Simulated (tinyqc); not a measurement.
Space-charge-limited current through a thin insulating or semi-insulating film with traps: one step, computed by the program tinyqc. Command: `OMP_NUM_THREADS=1 python tinyqc.py 3018459 3018460 out.jsonl sclc walk`. One thread of a shared host (Intel(R) Xeon(R) Processor @ 2.30GHz), about 0.01 s of CPU time with the checks.

One ohmic injecting contact at x = 0 (field zero), drift only, non-degenerate free carriers.

Task: One point of the curve. Free density n_0 = N_c exp(-E_0/k_B T) in equilibrium; trapped density n_t(n) = N_t (n/N_c)^(T/T_c) (the low-temperature form). J = e mu n F and (eps eps_0/e) dF/dx = n - n_0 + n_t(n) - n_t(n_0) = rho(n). With F = J/(e mu n): d = (eps eps_0 J/(e^2 mu)) I_1 and V = (eps eps_0 J^2/(e^3 mu^2)) I_2, I_k = int_(n_L)^infinity dn/(n^(k+1) rho(n)), n_L the density at the anode; with u = n_L/n, 200 Gauss-Legendre points in t, u = 1 - (1 - t)^2. Anode field J/(e mu n_L); Mott-Gurney current (9/8) eps eps_0 mu V^2/d^3; ohmic current e n_0 mu V/d.

Inputs (values chosen for the exercise, modelled on semi-insulating GaN):

| quantity | value | unit |
|---|---|---|
| permittivity eps | 9.7 | - |
| band mobility mu | 310 | cm^2/(V s) |
| effective density of states N_c | 2.2e+18 | 1/cm^3 |
| trap density N_t | 2.2e+17 | 1/cm^3 |
| equilibrium Fermi level below the band edge, E_0 | 0.83 | eV |
| thickness d | 70 | nm |
| free density at the anode, in units of N_c | 1.3e-05 | - |
| temperature T | 300 | K |
| characteristic temperature T_c | 700 | K |

Traps: exponential tail.

Constants: k_B = 8.617333262e-05 eV/K; eps_0 = 8.8541878128e-12 F/m; e = 1.602176634e-19 C.

Give: I_1; I_2; current density J; voltage V; anode field over mean field V/d; trap-free Mott-Gurney current; ohmic current.

Result:

I_1 = 1.346e-29 cm^6

I_2 = 2.783e-43 cm^9

current density J = 4.819 A/cm^2

voltage V = 0.01404 V

anode field over mean field V/d = 1.691

trap-free Mott-Gurney current = 172.2 A/cm^2

ohmic current = 2.497e-09 A/cm^2

Caution: V is below 10 k_B T/e, where diffusion from the contact, left out here, dominates.
